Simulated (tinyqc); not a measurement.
# Changing the time t

Model: Deal-Grove kinetics of thermal oxidation of silicon. Computed by tinyqc, a small Python program. Command: `OMP_NUM_THREADS=1 python tinyqc.py 3014756 3014757 out.jsonl oxide sweep`. One thread of a shared host (Intel(R) Xeon(R) Processor @ 2.30GHz), about 0.2 s of CPU time with the checks.

Oxidant diffuses through the oxide and reacts at the interface, so that dx/dt = B/(A + 2x) for the oxide thickness x.

Inputs (values chosen for the exercise, close to those used for silicon):

| quantity | value | unit |
|---|---|---|
| prefactor B0 | 435 | um^2/h |
| activation energy E_B | 0.781 | eV |
| prefactor (B/A)0 | 1.02e+08 | um/h |
| activation energy E_A | 2.04 | eV |
| temperature T | 1075 | C |
| oxidant pressure p | 1 | atm |
| pressure exponent m of B/A | 1 | - |
| initial oxide x_i | 0.01 | um |

Ambient: steam. Surface: (100).

Constants: k_B = 8.617333262e-05 eV/K.

Method:
- B = B0 p exp(-E_B/(k_B T)), B/A = (B/A)0 p^m exp(-E_A/(k_B T)), p in atm; A = B/(B/A).
- Temperatures in kelvin are T(C) + 273.15.
- tau = (x_i^2 + A x_i)/B and x = (A/2) [sqrt(1 + 4 B (t + tau)/A^2) - 1], the root of x^2 + A x = B (t + tau).
- Silicon consumed is 0.44 times the oxide grown; the rate is B/(A + 2x).

One run for each value:

| time t (h) | oxide thickness x (um) | final growth rate (um/h) | silicon consumed (um) |
|---|---|---|---|
| 0.03 | 0.0640 | 1.5176 | 0.0237 |
| 0.074 | 0.1212 | 1.1393 | 0.0489 |
| 0.18 | 0.2205 | 0.7955 | 0.0926 |
| 0.45 | 0.3911 | 0.5239 | 0.1677 |
| 1.1 | 0.6595 | 0.3408 | 0.2858 |
| 2.7 | 1.0862 | 0.2191 | 0.4735 |
| 6.6 | 1.7540 | 0.1405 | 0.7674 |
| 40 | 4.4689 | 0.0572 | 1.9619 |

Give the missing row, time t (h) = 16.

Computed row:
```
time t (h)  oxide thickness x (um)  final growth rate (um/h)  silicon consumed (um)
16                          2.7880                    0.0904                 1.2223
```

Interpolating between the two neighbouring rows (the first column on a logarithmic scale, the others too where they are positive) misses most in silicon consumed (um), by 0.42 %. Over the rows, oxide thickness x (um) rises from 0.0640 to 4.47 (exponent d ln y / d ln x 0.71 between the first rows and 0.51 between the last); final growth rate (um/h) falls from 1.52 to 0.0572 (exponent d ln y / d ln x -0.32 between the first rows and -0.50 between the last); silicon consumed (um) rises from 0.0237 to 1.96 (exponent d ln y / d ln x 0.80 between the first rows and 0.52 between the last). At the high end the exponent of oxide thickness x is 0.51, close to 0.50: the parabolic law, diffusion through the oxide. At the high end the exponent of final growth rate is -0.50, close to -0.50: parabolic growth slows as t^(-1/2). The rate B/(A + 2x) falls as the film lengthens the diffusion path.

Caution (rows 16.0, 40.0): films of several micrometres crack or stress the wafer in practice, which the model ignores.
